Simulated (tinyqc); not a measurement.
Isotherms: adsorption as a lattice gas: isotherms with interactions, competition, desorption peaks and saturation dose. Computed by tinyqc, a small Python program. Command: `OMP_NUM_THREADS=1 python tinyqc.py 3019249 3019250 out.jsonl adsorb walk`. One thread of a shared host (Intel(R) Xeon(R) Processor @ 2.30GHz), about 0.2 s of CPU time with the checks.

One adsorbate per site; a molecule needs 1 empty site. Gas and surface have the same temperature.

Inputs (values chosen for the exercise, for a model surface): desorption energy E = 2.07 eV; prefactor nu = 2.3e+14 1/s; pair energy w (positive repels) = 0.029 eV; neighbours z = 3; site density N_s = 9.9 1/nm^2; molecular mass M = 5.26 u; sticking coefficient s0 = 0.012; temperature T = 796 K; pressure p = 2 Pa; blocking by a second gas, K_B p_B = 0.38.

Adsorption: molecular (first order).

Constants: u = 1.6605390666e-27 kg; k_B = 1.380649e-23 J/K; k_B = 8.617333262e-05 eV/K.

Method. Flux F = p/sqrt(2 pi M k_B T); k_d = nu exp(-E/(k_B T)); s0 F (1 - theta) = N_s k_d theta, so y = s0 F/(N_s k_d), theta = y/(1 + y). With a second gas on the same sites theta = y/(1 + y + K_B p_B). With u = w/(k_B T). Mean field: theta/(1 - theta) = y exp(-z u theta). Quasi-chemical: theta/(1 - theta) = y [(r - 1 + 2 theta)(1 - theta)/((r + 1 - 2 theta) theta)]^(-z/2) exp(-z u/2), r = sqrt(1 - 4 theta (1 - theta)(1 - exp(-u))).

u = 0.422778

Coverage; the first column is ln y - z u/2:
```
ln y - z u/2  no interaction  mean field  quasi-chemical
-5.0                 0.01254     0.01235         0.01239
-3.0                 0.08582     0.07833         0.07934
-2.0                 0.20329     0.17050         0.17345
-1.0                 0.40955     0.31695         0.32066
-0.5                 0.53349     0.40595         0.40829
0.0                  0.65343     0.50000         0.50000
0.5                  0.75661     0.59405         0.59171
1.0                  0.83674     0.68305         0.67934
2.0                  0.93303     0.82950         0.82655
3.0                  0.97427     0.92167         0.92066
5.0                  0.99644     0.98765         0.98761
```

At half coverage the slope d theta/d ln y is 1/4 without interaction, 1/(4 + z u) = 0.190 in mean field and 0.185 in the pair theory, 1/[4 + 2 z (exp(u/2) - 1)]. Repulsion spreads the filling over a wider range of pressure; the two theories differ by at most 0.0037 in these rows.
